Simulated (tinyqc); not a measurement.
Size effects in the resistivity of thin metal films and interconnect lines: one step, computed by the program tinyqc.

Electrons lose their drift at surfaces (a share 1 - p of the hits) and at grain boundaries (reflection R), besides bulk scattering.

Question. Surfaces. Fuchs-Sondheimer film: rho_b/rho = 1 - (3/(2 kappa))(1 - p) int_0^1 (s - s^3)(1 - exp(-kappa/s))/(1 - p exp(-kappa/s)) ds, f = rho/rho_b, kappa = thickness/lambda, 80 Gauss-Legendre points.

Inputs (values chosen for the exercise, modelled on platinum): bulk mean free path lambda = 7.37 nm; specularity p = 0.28; film thickness h = 15 nm.

Geometry: film.

Give: kappa = h/lambda; rho/rho_b from surfaces.

Answer.

kappa = h/lambda = 2.0353

rho/rho_b from surfaces = 1.1486

The thick-film form 1 + 3 (1 - p)/(8 kappa) gives 1.133, a deviation of -1.4 %.
